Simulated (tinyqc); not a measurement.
# Worked calculation: sub-threshold conduction and electro-thermal threshold of an amorphous chalcogenide

Computed by the program tinyqc: `OMP_NUM_THREADS=1 python tinyqc.py 2490037 2490038 out.jsonl`, one thread of a shared Intel Xeon 2.30GHz, about 0.01 s for the whole run. Printed values are rounded.

Trap-limited conduction: I = I0 exp(-Ea/kB T) sinh(q V dz/(2 ua kB T)), I0 = 2 q A Nt dz/ta. One lumped temperature T = T0 + Rt I V. The threshold is the largest V for which a steady state exists on the low-current branch.

Parameters, values chosen for the exercise; values of the order of Ge-Sb-Te and related chalcogenides:

| symbol | value | unit | meaning |
|---|---|---|---|
| T0 | 330 | K | ambient temperature |
| A | 1700 | nm^2 | cross-section |
| ua | 25 | nm | amorphous thickness |
| dz | 8.6 | nm | distance between traps |
| Ea | 0.3 | eV | activation energy |
| Nt | 2e19 | cm^-3 | trap density |
| ta | 1e-15 | s | attempt time |
| Rt | 3.7 | K/uW | thermal resistance |
| V | 0.274 | V | voltage across the amorphous layer |

Constants: q = 1.602176634e-19 C, kB = 1.380649e-23 J/K. Results are converted to the units shown.

Range of the model: Purely electronic switching mechanisms, filaments and series resistance are left out.

## Isothermal quantities

I0, the low-field resistance 2 ua kB T0 exp(Ea/kB T0)/(q dz I0), the slope voltage V0 = 2 ua kB T0/(q dz), and I at V without heating.

I0 = 93.69529 mA
low-field resistance = 0.06733753 Mohm
V0 = 0.1653326 V
I without heating = 6.204853 uA

## Iteration 1: self-heating

T at the start = 330 K

I at the present T, then T(new) = T0 + Rt I V.

I = 6.204853 uA
T after iteration 1 = 336.2905 K

## Iteration 2: self-heating

As before.

I = 7.310055 uA
T after iteration 2 = 337.4109 K

## Course of the iteration

Stop when T changes by less than 1e-7 K; give up above 900 K or after 200 iterations.

Course of the iteration:
```
iteration  T(new) (K)    I (uA)  change (K)
1            336.2905  6.204853        6.29
2            337.4109  7.310055        1.12
3            337.6255  7.521687       0.215
4            337.6671  7.562738      0.0416
5            337.6752  7.570720     8.09e-3
6            337.6768  7.572273     1.57e-3
7            337.6771  7.572575     3.06e-4
8            337.6771  7.572634     5.96e-5
9            337.6771  7.572645     1.16e-5
10           337.6772  7.572648     2.26e-6
11           337.6772  7.572648     4.39e-7
12           337.6772  7.572648     8.54e-8
```

Converged in 12 iterations. The loop gain dT(new)/dT is 0.19; it reaches 1 at the threshold, 0.3805 V.
